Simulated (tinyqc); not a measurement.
# On-chip interconnect, size-dependent resistivity and RC delay: what changes with what

A rectangular line between two neighbours and two ground planes. Surface and grain-boundary scattering are added to the bulk resistivity as corrections; capacitances are parallel-plate values without fringing; inductance is ignored.

Parameters, values chosen for the exercise; metal values close to those of tungsten: bulk resistivity rho0 = 5.4 uohm cm; bulk mean free path lam = 15.2 nm; specular share of surface scattering ps = 0; reflection coefficient of grain boundaries Rg = 0.51; grain size over the metal width gr = 1.5; drawn line width wd = 94 nm; aspect ratio, height over width AR = 1.6; liner on both walls and the bottom, not conducting tl = 0.4 nm; space to the neighbouring lines sp = 190 nm; dielectric height to the planes above and below hd = 120 nm; relative permittivity of the dielectric ek = 2.5; Miller factor of the neighbours Mf = 1; driver resistance Rd = 840 ohm; load capacitance Cl = 0.16 fF; bulk resistivity of the second metal (close to molybdenum) rho2 = 5.32 uohm cm; mean free path of the second metal lam2 = 11.3 nm; liner of the second metal tl2 = 0.5 nm.

Constants: eps0 = 8.8541878128e-12 F/m. Results are converted to the units shown.

Each table varies one quantity; the others keep the values above.

## Delay against the line length

Metal width x = wd - 2 tl, height y = AR wd - tl; grain boundaries (Mayadas-Shatzkes): al = (lam/(gr x)) Rg/(1 - Rg), g = 1/[1 - 3 al/2 + 3 al^2 - 3 al^3 ln(1 + 1/al)] - 1; surfaces (Fuchs-Sondheimer, thick limit): s = (3/8) lam (1 - ps)(1/x + 1/y); rho = rho0 (1 + g + s); r = rho/(x y); c = eps0 ek (2 wd/hd + 2 Mf AR wd/sp). Elmore delay tE = Rd (c Lw + Cl) + r Lw (c Lw/2 + Cl); t50 is the time at which the far end of a ladder of 30 pi sections (half capacitances at both ends, Cl at the far end, a step applied through Rd) reaches half the step; line share r Lw/(Rd + r Lw); estimate 0.69 Rd (c Lw + Cl) + 0.38 r c Lw^2 + 0.69 r Lw Cl.

The same in every row: rho (uohm cm) = 6.824; r (ohm/um) = 4.881; c (fF/um) = 0.06972.

Delay against the line length:
```
Lw (um)	tE (ps)	t50 (ps)	estimate (ps)	line share of the resistance (%)
1	0.1939	0.1345	0.1338	0.5777
3	0.3140	0.2179	0.2168	1.713
7	0.5582	0.3882	0.3857	3.909
20	1.389	0.9714	0.9635	10.41
50	3.527	2.492	2.464	22.51
100	7.771	5.564	5.481	36.75
400	51.10	37.92	37.16	69.92
1000	229.6	172.9	170.4	85.32
3000	1710	1294	1287	94.57
```

What does the table show?

As Lw goes from 1 to 3000, r stays at 4.88 ohm/um, c stays at 0.0697 fF/um and t50 rises from 0.134 to 1290 ps. t50/tE lies between 0.693 and 0.757, and the estimate is within 2.0 % of t50. The delay goes as Lw^(0.44) for the shortest lines and Lw^(1.83) for the longest; the line resistance equals Rd at 172 um.

## Two metals against line width

Metal width x = wd - 2 tl, height y = AR wd - tl; grain boundaries (Mayadas-Shatzkes): al = (lam/(gr x)) Rg/(1 - Rg), g = 1/[1 - 3 al/2 + 3 al^2 - 3 al^3 ln(1 + 1/al)] - 1; surfaces (Fuchs-Sondheimer, thick limit): s = (3/8) lam (1 - ps)(1/x + 1/y); rho = rho0 (1 + g + s); r = rho/(x y). The second metal has rho2, lam2 and tl2 in place of rho0, lam and tl; ps, Rg, gr and AR are shared.

Two metals against line width:
```
wd (nm)	rho, first (uohm cm)	rho, second (uohm cm)	r, first (ohm/um)	r, second (ohm/um)	ratio second/first
5	35.16	28.15	1.101e4	9382	0.8518
6.5	27.48	22.07	4821	4053	0.8407
8	22.97	18.56	2573	2156	0.8380
10	19.22	15.68	1339	1124	0.8395
13	15.88	13.15	638.3	539.7	0.8456
17	13.34	11.23	307.3	262.8	0.8553
22	11.50	9.848	155.9	135.1	0.8669
30	9.857	8.620	70.92	62.58	0.8824
45	8.367	7.512	26.44	23.88	0.9031
70	7.309	6.728	9.465	8.745	0.9239
120	6.517	6.142	2.853	2.695	0.9445
```

The resistivity of the first metal falls from 35.2 to 6.52 uohm cm and that of the second goes from 28.1 to 6.14 uohm cm as the line widens. The products rho0 lam, which set the size effect, are 82.1 and 60.1 uohm cm nm. The second metal has the lower resistance in every row. For widths well under the mean free path the thick-limit surface term is only a guide.

Computed by the program tinyqc: `OMP_NUM_THREADS=1 python tinyqc.py 2100146 2100147 out.jsonl`, one thread of a shared Intel Xeon 2.30GHz, about 0.01 s for the whole run.
